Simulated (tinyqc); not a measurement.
Metal-interlayer-semiconductor contact, depinning against tunnelling resistance: contact resistivity against the interlayer thickness.

Zero bias, n-type semiconductor. Gap states at the semiconductor surface thin out as exp(-be ti), which unpins the barrier; electrons must then cross the interlayer (a rectangular barrier, no voltage drop across it) and the parabolic depleted layer, both by WKB. Energies E are counted from the Fermi level; no image force, parabolic bands.

S = 1/(1 + (1/S0 - 1) exp(-be ti)); phiB = S (phiM - chi) + (1 - S)(Eg - E0); xi = Ec - EF deep inside, from Nd = Nc F(-xi/Vt), F(x) = (2/sqrt(pi)) int_0^infinity sqrt(u) du/(1 + exp(u - x)); band bending U = phiB - xi; E00 = (hbar/2) sqrt(Nd/(eps0 eps_r mt m0)) in volts; A = 4 pi q mA m0 kB^2/h^3. With U = phiB - xi: for xi < E < phiB, y = (E - xi)/U and G1 = (U/E00) [sqrt(1 - y) - y ln((1 + sqrt(1 - y))/sqrt(y))], G1 = 0 above phiB; G2 = 2 ti sqrt(mi max(phiB + dE - E, 0)/C), C = hbar^2/(2 m0); f = 1/(1 + exp(E/Vt)); 1/rho_c = (A T^2/Vt^2) times the integral of exp(-G1 - G2) f over E from xi upwards. Shares under 0.001 % are printed as 0; rows without band bending are left out.

Values chosen for this exercise; semiconductor values close to those of silicon; interlayer mass of the order of that in silicon dioxide, offset chosen freely:
- T = 300 K (temperature)
- Eg = 1.14 eV (band gap)
- eps_r = 11.9 (relative permittivity)
- chi = 4.17 eV (electron affinity)
- Nc = 2.8e19 cm^-3 (conduction-band density of states at T)
- mt = 0.197 m0 (tunnelling mass in the semiconductor)
- mA = 2.03 m0 (Richardson mass)
- Nd = 6e18 cm^-3 (donor density)
- E0 = 0.35 eV (charge-neutrality level above the valence band)
- S0 = 0.28 (pinning factor without interlayer)
- phiM = 4.48 eV (metal work function)
- dE = 3.17 eV (conduction-band offset of the interlayer above the semiconductor)
- mi = 0.46 m0 (tunnelling mass in the interlayer)
- be = 5.2 1/nm (decay constant of gap states through the interlayer)

Constants: q = 1.602176634e-19 C, kB = 1.380649e-23 J/K, eps0 = 8.8541878128e-12 F/m, hbar = 1.054571817e-34 J s, h = 6.62607015e-34 J s, m0 = 9.1093837015e-31 kg, Vt = kB T/q, hbar^2/(2 m0) = 0.0380998212 eV nm^2. Results are converted to the units shown.

The same in every row: E00/Vt = 1.15.

Contact resistivity against the interlayer thickness:
```
ti (nm)      S  phiB (eV)  rho_c (ohm cm^2)  rho_c with G2 = 0 (ohm cm^2)  peak of the integrand (eV)  share above phiB (%)
0        0.280      0.656            0.0131                        0.0131                       0.243                0.0108
0.2      0.524      0.539           0.00784                       5.86e-4                       0.207                0.0508
0.4      0.757      0.427           0.00527                       3.12e-5                       0.172                 0.220
0.6      0.898      0.359            0.0113                       5.40e-6                       0.151                 0.550
0.8      0.961      0.329            0.0642                       2.48e-6                       0.142                 0.864
1        0.986      0.317             0.593                       1.84e-6                       0.140                  1.07
1.2      0.995      0.312              6.67                       1.65e-6                       0.140                  1.21
1.4      0.998      0.311              80.6                       1.59e-6                       0.142                  1.32
1.6      0.999      0.310               999                       1.56e-6                       0.143                  1.43
```

As ti goes from 0 to 1.6, phiB falls from 0.656 to 0.310 eV and rho_c goes from 0.0131 through a minimum of 0.00527 (at ti = 0.4 among the rows listed) to 999 ohm cm^2. At ti = 0.4 nm rho_c is 2.48 times lower than without interlayer: up to there the falling barrier gains more than tunnelling through the layer costs, beyond it the layer dominates. The ratio of rho_c to its value with G2 = 0 runs from 1.00 to 6.39e8.

Numbers from tinyqc (`OMP_NUM_THREADS=1 python tinyqc.py 2270112 2270113 out.jsonl`; about 0.03 s on one thread of a shared Intel Xeon 2.30GHz).
